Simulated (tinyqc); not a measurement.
Three-level Kane dispersion of a narrow-gap semiconductor: one step. The three bands at one k. Two cases, with inputs chosen for the exercise.

Question. Expand the equation into E^3 + a2 E^2 + a1 E + a0 = 0 and give its roots; compare with the two-level form (Dso to infinity) E = Eg/2 +/- sqrt(Eg^2/4 + (2/3) P^2 k^2).

Zero of energy at Gamma8, c = hbar^2/2m0, P^2 = Ep c. The free-electron term and remote bands are left out, so the heavy holes are flat at E = 0 and the other three bands obey E (E - Eg)(E + Dso) = P^2 k^2 (E + 2 Dso/3). The conduction band is the highest root; its edge is Ec = max(Eg, 0).

Constants: hbar^2/2m0 = 3.80998211 eV angstrom^2.

Give: P^2 k^2; a2, a1, a0; roots; two-level form.

Case 1.

Values chosen (near those of InSb; not measured data): Eg = 0.238 eV (E(Gamma6) - E(Gamma8)); Dso = 0.83 eV (spin-orbit splitting); Ep = 24.4 eV (Kane energy); k = 0.012 1/angstrom (wave vector).

Answer.

P^2 k^2 = 0.013387 eV^2

a2, a1, a0: 0.592000  -0.210927  -0.007407

roots (eV): -0.8342  -0.0323  0.2745

two-level form (eV): -0.0329  0.2709

The two-level form misses the highest root by -3.6 meV. The order is normal: Gamma6 forms the conduction band.

Case 2.

Values chosen (near those of InAs; not measured data): Eg = 0.403 eV (E(Gamma6) - E(Gamma8)); Dso = 0.4 eV (spin-orbit splitting); Ep = 20.6 eV (Kane energy); k = 0.029 1/angstrom (wave vector).

Answer.

P^2 k^2 = 0.066006 eV^2

a2, a1, a0: -0.003000  -0.227206  -0.017602

roots (eV): -0.4301  -0.0798  0.5129

two-level form (eV): -0.0894  0.4924

The two-level form misses the highest root by -20.5 meV. The order is normal: Gamma6 forms the conduction band.

Computed by tinyqc, one run a case: `OMP_NUM_THREADS=1 python tinyqc.py N N+1 out.jsonl` with N = 1081418, 1081485; one thread of a shared Intel(R) Xeon(R) Processor @ 2.30GHz, about 0.01 s a run at most.
